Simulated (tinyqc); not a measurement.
Gate work function from the charge.

Question. For an undoped double gate, Q = 8 eps0 eps_r Vt beta tan(beta)/ts with 0 < beta < pi/2, and at the source (Vg - dphi)/(2 Vt) - ln[(2/ts) sqrt(2 eps0 eps_r Vt/(q ni))] = ln(beta) - ln(cos beta) + 2 r beta tan(beta), r = eps_r tox/(eox ts). Find beta and dphi.

Inputs (values chosen for the exercise); material values close to those of silicon:
```
symbol  value  unit                                      meaning
T         300     K                                  temperature
eps_r    11.5         relative permittivity of the semiconductor
eox      3.72        relative permittivity of the gate insulator
tox       1.8    nm                          insulator thickness
ts         10    nm                               body thickness
Vg       1.45     V                                 gate voltage
```

Constants: q = 1.602176634e-19 C, kB = 1.380649e-23 J/K, Vt = kB T/q, eps0 = 8.8541878128e-14 F/cm where lengths are in cm. Results are converted to the units shown.

Qs = 2284.9618 nC/cm^2
ni = 7.1575452e9 cm^-3

Solution. beta tan(beta) rises from 0 without bound on the interval, so the charge fixes beta; the second relation is then explicit in dphi. At this charge the surface density passes 0.3 Nc, so the classical Boltzmann model is only formal.

beta = 1.44
dphi = 0.210 V

Numbers from tinyqc (`OMP_NUM_THREADS=1 python tinyqc.py 2440154 2440155 out.jsonl`; about 0.03 s on one thread of a shared Intel Xeon 2.30GHz).
